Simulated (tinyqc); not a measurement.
# Ellipsometry and reflectance of a transparent film on an absorbing substrate: effect of the angle of incidence

Air (index 1), film, substrate with N2 = n2 - i k2; time factor exp(+i w t). q_j = sqrt(N_j^2 - sin^2 th), root with positive real part. Fresnel coefficients r_s = (q_a - q_b)/(q_a + q_b), r_p = (N_b^2 q_a - N_a^2 q_b)/(N_b^2 q_a + N_a^2 q_b). tan(Psi) exp(i Delta) = R_p/R_s, Delta taken from 0 to 360 degrees.

beta = 2 pi d q1/lam, X = exp(-2 i beta), R = (r01 + r12 X)/(1 + r01 r12 X) for p and s. dDelta/dd is the derivative of Delta; period lam/(2 q1).

Parameters, values chosen for the exercise; indices close to those of silicon dioxide on silicon: wavelength lam = 632.8 nm; index of the transparent film n1 = 1.451; film thickness d = 55 nm; index of the substrate n2 = 3.882; extinction coefficient of the substrate k2 = 0.019.

Effect of the angle of incidence:

| th (degrees) | Psi (degrees) | Delta (degrees) | \|R_p\|^2 | \|R_s\|^2 | dDelta/dd (degrees/nm) | period (nm) |
|---|---|---|---|---|---|---|
| 50 | 33.09 | 150.9 | 0.1667 | 0.3925 | -0.4568 | 256.8 |
| 55 | 30.47 | 141.8 | 0.1500 | 0.4334 | -0.5701 | 264.2 |
| 60 | 27.80 | 129.9 | 0.1339 | 0.4819 | -0.6766 | 271.8 |
| 65 | 25.49 | 113.9 | 0.1225 | 0.5391 | -0.7255 | 279.2 |
| 70 | 24.34 | 92.86 | 0.1240 | 0.6061 | -0.6252 | 286.2 |
| 75 | 25.46 | 68.00 | 0.1551 | 0.6844 | -0.3517 | 292.2 |
| 80 | 29.63 | 42.98 | 0.2507 | 0.7752 | -0.08916 | 296.9 |
| 85 | 36.54 | 20.46 | 0.4831 | 0.8800 | 0.01175 | 299.9 |

Psi goes from 33.1 through a minimum of 24.3 (at th = 70 among the rows listed) to 36.5 degrees and |R_p|^2 goes from 0.167 through a minimum of 0.123 (at th = 65 among the rows listed) to 0.483. The slope of Delta is largest in size, 0.726 degrees/nm, at th = 65 among the rows. The bare substrate has its smallest |R_p| near arctan(n2) = 75.6 degrees.

Numbers from tinyqc (`OMP_NUM_THREADS=1 python tinyqc.py 2870165 2870166 out.jsonl`; about 0.3 s on one thread of a shared Intel Xeon 2.30GHz).
